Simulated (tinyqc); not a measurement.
Hall effect and magnetoresistance of several carrier groups with constant relaxation times: one step, computed by the program tinyqc.

Group 1 has charge -e and group 2 charge +e; s_i is that sign. B lies along z; mu B is formed with mu in m^2/(V s).

Question. Conductivity of each group. sigma_xx = sum n_i e mu_i/(1 + mu_i^2 B^2); sigma_xy = sum s_i n_i e mu_i^2 B/(1 + mu_i^2 B^2).

Inputs (values chosen for the exercise, for a model conductor):
```
quantity,value,unit
density n1,2.7e+15,1/cm^3
mobility mu1,37000,cm^2/(V s)
density n2,7.4e+14,1/cm^3
mobility mu2,3000,cm^2/(V s)
magnetic field B,11,T
```

Carriers: electrons and holes. Densities: per volume.

Constants: e = 1.602176634e-19 C.

Give: Parts (S/cm); sigma_xx; sigma_xy; sigma at B = 0.

Answer.

Parts (S/cm):
```
group,mu B,sigma_xx,sigma_xy
group 1,40.7,0.009657,-0.3930
group 2,3.3,0.02991,0.09872
```

sigma_xx = 0.03957 S/cm

sigma_xy = -0.2943 S/cm

sigma at B = 0 = 16.36 S/cm
